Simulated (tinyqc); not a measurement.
Chemical vapour deposition: Grove model, boundary layer, depletion and step coverage: one step, computed by the program tinyqc.

A precursor diffuses to the surface and reacts there at first order; each molecule that reacts adds one formula unit of film.

Task: Uniformity across a wafer. Between two wafers the gas diffuses inward and reacts on both faces: (D/r) d/dr (r dC/dr) = 2 k_s C/s, so C(r)/C_g = I0(phi r/R)/I0(phi) with phi^2 = 2 k_s R^2/(s D); G(r) = k_s C(r)/N, 1 cm/s = 6e8 nm/min; the mean over the wafer is eta = 2 I1(phi)/(phi I0(phi)).

Inputs (values chosen for the exercise, close to those used for polysilicon from silane):
```
quantity         value                unit
temperature T      750                   C
film density N   5e+22  formula units/cm^3
wafer radius R      10                  cm
wafer spacing s   0.48                  cm
```

Reactor: wafer stack, low pressure.

surface rate constant k_s = 0.3802659 cm/s

gas diffusivity D = 2463.711 cm^2/s

precursor density C_g = 2.642635e+15 1/cm^3

Give: Thiele modulus phi; growth rate G at the edge; rate at the centre over rate at the edge; effectiveness eta.

Result:

Thiele modulus phi = 0.2536

growth rate G at the edge = 12.06 nm/min

rate at the centre over rate at the edge = 0.9841

effectiveness eta = 0.9920

The centre lags the edge by 1.6 %; for small phi the lag is phi^2/4 = 1.6 %.
